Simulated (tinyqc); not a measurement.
Eight-band Kane k.p model with strain: one step. Levels and orbital character. Three cases, with inputs chosen for the exercise.

Question. Diagonalise H; the levels come in pairs. The weights are summed over spin and averaged over each pair.

Give: levels, each twofold; weights.

Case 1.

H(k) (eV):
```
            S+                   X+                   Y+          Z+          S-
S+    0.941580            0.297382i            0.297382i   0.020509i           0
X+  -0.297382i            -0.124711  -0.027019-0.101000i   -0.019208           0
Y+  -0.297382i  -0.027019+0.101000i            -0.124711   -0.019208           0
Z+  -0.020509i            -0.019208            -0.019208   -0.142575           0
S-           0                    0                    0           0    0.941580
X-           0                    0                    0   -0.101000  -0.297382i
Y-           0                    0                    0  -0.101000i  -0.297382i
Z-           0             0.101000            0.101000i           0  -0.020509i

                     X-                   Y-          Z-
S+                    0                    0           0
X+                    0                    0    0.101000
Y+                    0                    0  -0.101000i
Z+            -0.101000            0.101000i           0
S-            0.297382i            0.297382i   0.020509i
X-            -0.124711  -0.027019+0.101000i   -0.019208
Y-  -0.027019-0.101000i            -0.124711   -0.019208
Z-            -0.019208            -0.019208   -0.142575
```

Answer.

levels, each twofold (eV): -0.4021  -0.1213  -0.0135  1.0864

weights:
```
   pair 1  pair 2  pair 3  pair 4
S   0.057   0.049   0.002   0.893
X   0.364   0.260   0.322   0.053
Y   0.364   0.260   0.322   0.053
Z   0.214   0.431   0.353   0.001
```

The conduction pair has 10.7 % valence character at this k; the valence pair with most S character is pair 1 (5.7 %).

Case 2.

H(k) (eV):
```
            S+                   X+                   Y+          Z+          S-
S+    1.639816           -0.118974i            0.158632i           0           0
X+   0.118974i            -0.157126  -0.085949-0.113000i           0           0
Y+  -0.158632i  -0.085949+0.113000i            -0.155116           0           0
Z+           0                    0                    0   -0.098238           0
S-           0                    0                    0           0    1.639816
X-           0                    0                    0   -0.113000   0.118974i
Y-           0                    0                    0  -0.113000i  -0.158632i
Z-           0             0.113000            0.113000i           0           0

                     X-                   Y-          Z-
S+                    0                    0           0
X+                    0                    0    0.113000
Y+                    0                    0  -0.113000i
Z+            -0.113000            0.113000i           0
S-           -0.118974i            0.158632i           0
X-            -0.157126  -0.085949+0.113000i           0
Y-  -0.085949-0.113000i            -0.155116           0
Z-                    0                    0   -0.098238
```

Answer.

levels, each twofold (eV): -0.3854  -0.0649  0.0170  1.6626

weights:
```
   pair 1  pair 2  pair 3  pair 4
S   0.002   0.004   0.007   0.987
X   0.382   0.348   0.265   0.005
Y   0.389   0.354   0.248   0.008
Z   0.227   0.294   0.479   0.000
```

The conduction pair has 1.3 % valence character at this k; the valence pair with most S character is pair 3 (0.7 %).

Case 3.

H(k) (eV):
```
            S+                  X+                  Y+          Z+          S-
S+    1.321895           0.079926i           0.168733i   0.008881i           0
X+  -0.079926i           -0.014974  0.067834-0.035667i    0.000074           0
Y+  -0.168733i  0.067834+0.035667i           -0.009355    0.000155           0
Z+  -0.008881i            0.000074            0.000155   -0.062230           0
S-           0                   0                   0           0    1.321895
X-           0                   0                   0   -0.035667  -0.079926i
Y-           0                   0                   0  -0.035667i  -0.168733i
Z-           0            0.035667           0.035667i           0  -0.008881i

                    X-                  Y-          Z-
S+                   0                   0           0
X+                   0                   0    0.035667
Y+                   0                   0  -0.035667i
Z+           -0.035667           0.035667i           0
S-           0.079926i           0.168733i   0.008881i
X-           -0.014974  0.067834+0.035667i    0.000074
Y-  0.067834-0.035667i           -0.009355    0.000155
Z-            0.000074            0.000155   -0.062230
```

Answer.

levels, each twofold (eV): -0.1254  -0.0361  0.0481  1.3487

weights:
```
   pair 1  pair 2  pair 3  pair 4
S   0.003   0.001   0.016   0.980
X   0.305   0.186   0.506   0.004
Y   0.343   0.222   0.419   0.016
Z   0.350   0.591   0.059   0.000
```

The conduction pair has 2.0 % valence character at this k; the valence pair with most S character is pair 3 (1.6 %).

Computed by tinyqc, one run a case: `OMP_NUM_THREADS=1 python tinyqc.py N N+1 out.jsonl` with N = 1050313, 1050349, 1050660; one thread of a shared Intel(R) Xeon(R) Processor @ 2.30GHz, about 0.1 s a run at most.
